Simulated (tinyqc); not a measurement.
# Pair-potential crystal by lattice sums, step by step

A worked calculation. Computed by tinyqc, a small Python program that keeps every step. Command: `OMP_NUM_THREADS=1 python tinyqc.py 3005148 3005149 out.jsonl pairsum walk`. One thread of a shared host (Intel(R) Xeon(R) Processor @ 2.30GHz), about 0.01 s of CPU time with the checks. Intermediate numbers are printed to about 6 digits and carried at full precision; extremes and crossings named in words are read from the listed rows.

Energy per atom E = (1/2) sum over neighbours of phi(r); d is the nearest-neighbour distance.

Inputs (values chosen for the exercise, for model atoms):
```
quantity,value,unit
well depth eps,0.246,eV
pair minimum r0,3.56,angstrom
cut-off r_c/r0,2.16,-
trial neighbour distance d/r0,0.926,-
stiffness alpha r0,7.6,-
```

Potential: Morse. Structure: fcc.

Constants: 1 eV/angstrom^3 = 160.2176634 GPa.

## Shell sums at the trial distance

phi0(r) = eps [exp(-2 alpha (r - r0)) - 2 exp(-alpha (r - r0))]; shifted-force cut-off: phi(r) = phi0(r) - phi0(r_c) - (r - r_c) phi0'(r_c) for r < r_c, zero beyond. Shells (distance in units of d, count): fcc 1.0000 (12), 1.4142 (6), 1.7321 (24), 2.0000 (12), 2.2361 (24), 2.4495 (8), 2.6458 (48), 2.8284 (6), 3.0000 (36), 3.1623 (24); hcp 1.0000 (12), 1.4142 (6), 1.6330 (2), 1.7321 (18), 1.9149 (12), 2.0000 (6), 2.2361 (12), 2.3805 (12), 2.4495 (6), 2.5166 (6), 2.5820 (12), 2.6458 (24), 2.7080 (6), 2.8868 (12), 3.0000 (12), 3.1091 (24), 3.1623 (12); bcc 1.0000 (8), 1.1547 (6), 1.6330 (12), 1.9149 (24), 2.0000 (8), 2.3094 (6), 2.5166 (24), 2.5820 (24), 2.8284 (24), 3.0000 (32); sc 1.0000 (6), 1.4142 (12), 1.7321 (8), 2.0000 (6), 2.2361 (24), 2.4495 (24), 2.8284 (12), 3.0000 (30), 3.1623 (24); diamond 1.0000 (4), 1.6330 (12), 1.9149 (12), 2.3094 (6), 2.5166 (12), 2.8284 (24), 3.0000 (16). Volumes per atom in d^3: fcc 0.70711, hcp 0.70711, bcc 0.76980, sc 1.00000, diamond 1.53960; hcp has the ideal c/a. Every shell inside the cut-off is summed. List each shell within the cut-off.

Shells:
```
shell,count,r (angstrom),phi (eV),phi' (eV/angstrom),phi'' (eV/angstrom^2)
1,12,3.29656,-0.105061,-1.39156,9.87578
2,6,4.66204,-0.044026,0.09024,-0.17270
3,24,5.70981,-0.004591,0.01041,-0.02231
4,12,6.59312,-0.000514,0.00146,-0.00345
5,24,7.37133,-0.000021,0.00015,-0.00066
```

## Energy and virial pressure

E = (1/2) sum count x phi; P = -(1/(6 Omega)) sum count x r phi', Omega = 0.707107 d^3.

energy at the trial distance = -0.820880 eV/atom

pressure at the trial distance = 53.7136 GPa

The pressure is positive, so the lattice wants to expand.

## Equilibrium

Equilibrium: dE/dd = 0 at the lowest minimum with d between 0.78 r0 and 1.45 r0; B = d^2 E''(d)/(9 Omega). Unrelaxed vacancy: removing an atom breaks its bonds (2|E|) and placing it on the surface returns |E|, so E_v = |E|.

equilibrium distance d = 3.54021 angstrom

energy per atom = -1.55433 eV

bulk modulus B = 101.898 GPa

unrelaxed vacancy energy = 1.55433 eV

d is 0.6 % shorter than r0, because further shells pull and the first shell must push back.

## Elastic constants

At zero stress C_ijkl = (1/(2 Omega)) sum (phi'' - phi'/r) R_i R_j R_k R_l / r^2 over all neighbours, on cube axes; so C44 = C12 (Cauchy relation). C' = (C11 - C12)/2.

C11 = 146.320 GPa

C12 = C44 = 79.6871 GPa

C' = 33.3164 GPa

C' and C44 are positive: the structure is stable against homogeneous shear.

## Ranking of structures

The formulas are those given above.

Each structure at its own equilibrium:
```
structure,neighbours,d (angstrom),E (eV/atom),volume (angstrom^3),B (GPa)
fcc,12,3.54021,-1.55433,31.3741,101.898
hcp,12,3.54013,-1.55457,31.3719,101.918
bcc,8,3.47514,-1.43065,32.3070,90.910
sc,6,3.50235,-0.87558,42.9613,41.795
diamond,4,3.53951,-0.51483,68.2715,15.499
```

The order is hcp < fcc < bcc < sc < diamond; hcp lies 0.24 meV below fcc. fcc (-1.554328 eV) and hcp (-1.554570 eV) share two shells and differ from the third on. Pair forces reward the number of bonds: diamond reaches only 33 % of the best binding. Caution: each structure is relaxed in d alone and may be unstable against shear; the tiny fcc-hcp difference depends on the cut-off.

Checks made by the program: virial pressure against -dE/dV (relative difference 7e-09); (C11 + 2 C12)/3 against the curvature of E(d) (relative difference 5e-10).
